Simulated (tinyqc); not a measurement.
Bond unit of a tetrahedral oxide and its oxygen vacancy in tight binding: one step. Level and couplings. Two cases, with inputs chosen for the exercise.

Question. Form eh, u, Vhs, Vhp and th.

Two sp3 hybrids h1, h2 at eh = (es + 3 ep)/4 point at one oxygen with orbitals s, px, py, pz; x joins the two cations, z bisects the angle phi, and th = (180 - phi)/2. With u = hbar^2/(m d^2) = 2c/d^2, c = hbar^2/2m0: Vhs = -(1.32 + sqrt3 x 1.42) u/2 and Vhp = (1.42 + sqrt3 x 2.22) u/2. <h|s> = Vhs for both; <h1|px> = Vhp cos(th), <h2|px> = -Vhp cos(th); <h|pz> = Vhp sin(th) for both; py is a lone pair. The unit holds 8 electrons. Coupling between units, which widens the levels into bands, is left out.

Constants: hbar^2/2m0 = 3.80998211 eV angstrom^2.

Case 1.

Values chosen (near tabulated values for SiO2; the results hold for these values, not for the real material):
- es = -14.63 eV (s level of the cation)
- ep = -7.61 eV (p level of the cation)
- eos = -33.95 eV (s level of oxygen)
- eop = -16.92 eV (p level of oxygen)
- d = 1.62 angstrom (cation-oxygen distance)
- phi = 160 degrees (bond angle at oxygen)

Case 2.

Values chosen (near tabulated values for SiO2; the results hold for these values, not for the real material):
- es = -15 eV (s level of the cation)
- ep = -7.49 eV (p level of the cation)
- eos = -33.61 eV (s level of oxygen)
- eop = -16.72 eV (p level of oxygen)
- d = 1.63 angstrom (cation-oxygen distance)
- phi = 157 degrees (bond angle at oxygen)

Give: eh (hybrid level); u; Vhs, Vhp; th.

Answer.

Case 1.

eh (hybrid level) = -9.3650 eV
u = 2.9035 eV

Vhs, Vhp (eV): [-5.4869, 7.6437]

th = 10.0 degrees

Case 2.

eh (hybrid level) = -9.3675 eV
u = 2.8680 eV

Vhs, Vhp (eV): [-5.4198, 7.5502]

th = 11.5 degrees

Computed by tinyqc, one run a case: `OMP_NUM_THREADS=1 python tinyqc.py N N+1 out.jsonl` with N = 1482411, 1482543; one thread of a shared Intel(R) Xeon(R) Processor @ 2.30GHz, about 0.01 s a run at most.
